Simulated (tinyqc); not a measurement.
Two-valley model of the transferred-electron effect: one step, computed by the program tinyqc. Command: `OMP_NUM_THREADS=1 python tinyqc.py 3013649 3013650 out.jsonl gunn walk`. One thread of a shared host (Intel(R) Xeon(R) Processor @ 2.30GHz), about 0.01 s of CPU time with the checks.

Both kinds of valley share one electron temperature T_e, and each has a constant mobility.

Task: Equilibrium. Density-of-states ratio R = Z (m2/m1)^(3/2); n2/n1 = R exp(-dE/(k_B T_e)); mean mobility mu = (mu1 + mu2 n2/n1)/(1 + n2/n1); energy balance e mu F^2 = (3/2) k_B (T_e - T)/tau_E; v = mu F.

Inputs (values chosen for the exercise, modelled on GaAs):

| quantity | value | unit |
|---|---|---|
| central-valley mass m1 | 0.068 | m_0 |
| satellite-valley mass m2 | 0.23 | m_0 |
| satellite valleys Z | 4 | - |
| valley separation dE | 0.33 | eV |
| central-valley mobility mu1 | 7600 | cm^2/(V s) |
| satellite-valley mobility mu2 | 170 | cm^2/(V s) |
| lattice temperature T | 300 | K |

Solver: damped fixed point.

Constants: k_B = 8.617333262e-05 eV/K.

Give: R; n2/n1 without field; low-field mobility.

Result:

R = 24.882

n2/n1 without field = 7.1143e-05

low-field mobility = 7599.5 cm^2/(V s)

dE is 12.8 k_B T, so the satellites are empty without field.
